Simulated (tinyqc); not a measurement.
Band bending at a free surface with a continuum of surface states, surface photovoltage and Kelvin probe: one step of the calculation.

n-type bulk, xi = Ec - EF = Vt ln(Nc/Nd), p0 = ni^2/Nd, ni = sqrt(Nc Nv) exp(-Eg/(2 Vt)), Eg in volts. b is the upward band bending, u = b/Vt. Space charge per area, in units of q: Qc = sign(b) sqrt((2 eps0 eps_r Vt/q) [(Nd + dn)(exp(-u) - 1) + Nd u + (p0 + dn)(exp(u) - 1)]), with dn the excess density under light (flat quasi-Fermi levels; 0 in the dark). The states hold -Ds (E0 - xi - b): negative while the Fermi level lies above the neutrality level. Neutrality: Qc + Qf + (charge of the states) = 0.

Question. Bulk quantities. xi, ni, p0, the Debye length sqrt(eps0 eps_r Vt/(q Nd)) and the flat-band work function chi + xi.

Values chosen for this exercise; band and dielectric values close to those of gallium arsenide:

| symbol | value | unit | meaning |
|---|---|---|---|
| T | 300 | K | temperature |
| Eg | 1.42 | eV | band gap |
| eps_r | 12.9 |  | relative permittivity |
| Nc | 4.39e17 | cm^-3 | conduction-band density of states at T |
| Nv | 8.87e18 | cm^-3 | valence-band density of states at T |
| chi | 4.14 | eV | electron affinity |
| Nd | 3.5e16 | cm^-3 | donor density |

Constants: q = 1.602176634e-19 C, kB = 1.380649e-23 J/K, Vt = kB T/q, eps0 = 8.8541878128e-14 F/cm where lengths are in cm. Results are converted to the units shown.

Find: xi; ni; p0; Debye length; chi + xi.

Answer.

xi = 0.065384 eV
ni = 2.3319e6 cm^-3
p0 = 1.5537e-4 cm^-3
Debye length = 22.947 nm
chi + xi = 4.2054 eV

Computed by the program tinyqc: `OMP_NUM_THREADS=1 python tinyqc.py 2430129 2430130 out.jsonl`, one thread of a shared Intel Xeon 2.30GHz, about 0.01 s for the whole run.
